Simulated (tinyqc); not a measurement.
Chemically amplified photoresist: aerial image, acid generation, bake, development and line width: one step, computed by the program tinyqc. Command: `OMP_NUM_THREADS=1 python tinyqc.py 3001395 3001396 out.jsonl resist walk`. One thread of a shared host (Intel(R) Xeon(R) Processor @ 2.30GHz), about 0.03 s of CPU time with the checks.

Lines and spaces of pitch p with a two-beam-like image; x = 0 is the middle of the bright space. The resist is positive and treated as uniform in depth.

Task: Photon statistics at the edge. Dose E(x) = E [1 + c cos(2 pi x/p)]; acid h = 1 - exp(-C E(x)). Bake: the acid image is blurred by a Gaussian of variance sigma^2 = 2 D t (each Fourier term k of h, taken on 64 points, is multiplied by exp(-4 pi^2 k^2 D t/p^2)). The edge lies at x = width/2. Absorbed photons per volume N = E(edge) alpha/(photon energy), 1 mJ/cm^2 = 62.41509 eV/nm^2, alpha in 1/nm; a Gaussian blur averages over a volume V = (2 sqrt(pi) sigma)^3; relative noise 1/sqrt(N V); edge noise sigma_x = (dh/d ln E) noise/|dh/dx|, with both derivatives of the blurred acid at the edge.

Inputs (values chosen for the exercise, for a model resist at 13.5 nm): pitch p = 33 nm; image contrast c = 0.51; mean dose E = 22.2 mJ/cm^2; Dill parameter C = 0.038 cm^2/mJ; acid diffusivity D = 0.17 nm^2/s; bake time t = 45 s; photon energy = 91.84 eV; absorption coefficient alpha = 4.9 1/um.

space width = 17.89176 nm

diffusion length sigma = sqrt(2 D t) = 3.911521 nm

Give: absorbed photons N; photons in the blur volume; edge noise from photons.

Result:

absorbed photons N = 0.068947 1/nm^3

photons in the blur volume = 183.81

edge noise from photons = 0.91381 nm

Caution: lateral development, standing waves and the joint diffusion of acid and quencher are left out, so widths are indicative. Caution: the noise counts photons alone (acid and quencher statistics add to it) and takes the film as thicker than the blur; a thinner film averages in two dimensions only.
